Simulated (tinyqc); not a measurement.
UHF in the sto-3g basis, for BeH, spin multiplicity 2, step by step. This run ends on a higher stationary point, not on the lowest solution. One step of it, computed by the program tinyqc.

Problem. Iteration 2: diagonalisation and new density. Diagonalise F' = X^T F X, C = X C', fill 3 alpha and 2 beta electrons from the bottom; D(s) = C_occ C_occ^T. Each column has its largest component positive (the first on a tie).

F(alpha) (hartree):
```
            1Be 1s     1Be 2s    1Be 2px   1Be 2py    1Be 2pz      2H 1s
1Be 1s   -4.684137  -1.319566   0.018802  0.004959   0.014090  -0.053320
1Be 2s   -1.319566  -0.678845  -0.058857  0.078185   0.009558  -0.091343
1Be 2px   0.018802  -0.058857   0.084924  0.019084  -0.006169   0.004438
1Be 2py   0.004959   0.078185   0.019084  0.035331   0.061222   0.071129
1Be 2pz   0.014090   0.009558  -0.006169  0.061222   0.058085  -0.140838
2H 1s    -0.053320  -0.091343   0.004438  0.071129  -0.140838   0.017395
```

F(beta) (hartree):
```
            1Be 1s     1Be 2s    1Be 2px    1Be 2py    1Be 2pz      2H 1s
1Be 1s   -4.651917  -1.314374   0.025064  -0.016170   0.019910  -0.054642
1Be 2s   -1.314374  -0.401530   0.036422  -0.039941   0.006081  -0.161722
1Be 2px   0.025064   0.036422   0.180140  -0.001884  -0.003629  -0.005308
1Be 2py  -0.016170  -0.039941  -0.001884   0.186968  -0.002878   0.003125
1Be 2pz   0.019910   0.006081  -0.003629  -0.002878   0.136267  -0.151340
2H 1s    -0.054642  -0.161722  -0.005308   0.003125  -0.151340   0.002734
```

X:
```
            1Be 1s     1Be 2s   1Be 2px   1Be 2py    1Be 2pz      2H 1s
1Be 1s    1.027018  -0.138022  0.000000  0.000000  -0.003314   0.014796
1Be 2s   -0.138022   1.041577  0.000000  0.000000   0.020033  -0.102234
1Be 2px   0.000000   0.000000  1.000000  0.000000   0.000000   0.000000
1Be 2py   0.000000   0.000000  0.000000  1.000000   0.000000   0.000000
1Be 2pz  -0.003314   0.020033  0.000000  0.000000   1.026749  -0.137302
2H 1s     0.014796  -0.102234  0.000000  0.000000  -0.137302   1.041045
```

Give: F' = X^T F X; orbital energies; coefficients C; F' = X^T F X; orbital energies; coefficients C; D(alpha) after iteration 2; D(beta) after iteration 2.

Solution.

F' = X^T F X (alpha) (hartree):
```
         1        2        3        4        5        6
1  -4.5808  -0.6720   0.0275  -0.0048   0.0069   0.0160
2  -0.6720  -0.4272  -0.0645   0.0747   0.0290  -0.0574
3   0.0275  -0.0645   0.0849   0.0191  -0.0082   0.0118
4  -0.0048   0.0747   0.0191   0.0353   0.0546   0.0577
5   0.0069   0.0290  -0.0082   0.0546   0.1019  -0.1668
6   0.0160  -0.0574   0.0118   0.0577  -0.1668   0.0741
```

orbital energies (alpha) (hartree): MO1 -4.6869, MO2 -0.3585, MO3 -0.1075, MO4 0.0771, MO5 0.0996, MO6 0.2644

coefficients C (alpha):
```
             MO1      MO2      MO3      MO4      MO5      MO6
1Be 1s    0.9929  -0.2785   0.0720  -0.0522   0.0200  -0.0474
1Be 2s    0.0260   0.9809  -0.2755   0.1702  -0.0591   0.2085
1Be 2px  -0.0036   0.1510  -0.0493  -0.5145   0.8343  -0.1185
1Be 2py  -0.0014  -0.2160  -0.3822   0.7546   0.4866   0.0332
1Be 2pz  -0.0024   0.0292   0.5582   0.1143   0.2171   0.8371
2H 1s    -0.0025   0.0714   0.5980   0.2993   0.0923  -0.8077
```

F' = X^T F X (beta) (hartree):
```
         1        2        3        4        5        6
1  -4.5428  -0.7126   0.0206  -0.0110   0.0112   0.0276
2  -0.7126  -0.1126   0.0349  -0.0397   0.0429  -0.1621
3   0.0206   0.0349   0.1801  -0.0019  -0.0024  -0.0084
4  -0.0110  -0.0397  -0.0019   0.1870  -0.0041   0.0075
5   0.0112   0.0429  -0.0024  -0.0041   0.1873  -0.1897
6   0.0276  -0.1621  -0.0084   0.0075  -0.1897   0.0804
```

orbital energies (beta) (hartree): MO1 -4.6549, MO2 -0.1590, MO3 0.0358, MO4 0.1809, MO5 0.1934, MO6 0.3831

coefficients C (beta):
```
             MO1      MO2      MO3      MO4      MO5      MO6
1Be 1s    0.9932  -0.1846  -0.1975  -0.0100   0.0383  -0.1141
1Be 2s    0.0251   0.6281   0.7008   0.0450  -0.1485   0.4523
1Be 2px  -0.0053  -0.0416  -0.1685   0.8526  -0.4872   0.0743
1Be 2py   0.0035   0.0601   0.1583   0.5185   0.8312  -0.1075
1Be 2pz  -0.0039   0.2261  -0.5838  -0.0447   0.2253   0.7929
2H 1s    -0.0014   0.6053  -0.3623  -0.0127  -0.0679  -0.7816
```

D(alpha) after iteration 2:
```
          1Be 1s   1Be 2s  1Be 2px  1Be 2py  1Be 2pz    2H 1s
1Be 1s    1.0687  -0.2671  -0.0492   0.0312   0.0297   0.0207
1Be 2s   -0.2671   1.0389   0.1616  -0.1066  -0.1252  -0.0948
1Be 2px  -0.0492   0.1616   0.0252  -0.0138  -0.0231  -0.0187
1Be 2py   0.0312  -0.1066  -0.0138   0.1927  -0.2197  -0.2440
1Be 2pz   0.0297  -0.1252  -0.0231  -0.2197   0.3125   0.3359
2H 1s     0.0207  -0.0948  -0.0187  -0.2440   0.3359   0.3627
```

D(beta) after iteration 2:
```
          1Be 1s   1Be 2s  1Be 2px  1Be 2py  1Be 2pz    2H 1s
1Be 1s    1.0204  -0.0909   0.0024  -0.0076  -0.0456  -0.1131
1Be 2s   -0.0909   0.3951  -0.0263   0.0378   0.1419   0.3802
1Be 2px   0.0024  -0.0263   0.0018  -0.0025  -0.0094  -0.0252
1Be 2py  -0.0076   0.0378  -0.0025   0.0036   0.0136   0.0364
1Be 2pz  -0.0456   0.1419  -0.0094   0.0136   0.0511   0.1369
2H 1s    -0.1131   0.3802  -0.0252   0.0364   0.1369   0.3664
```
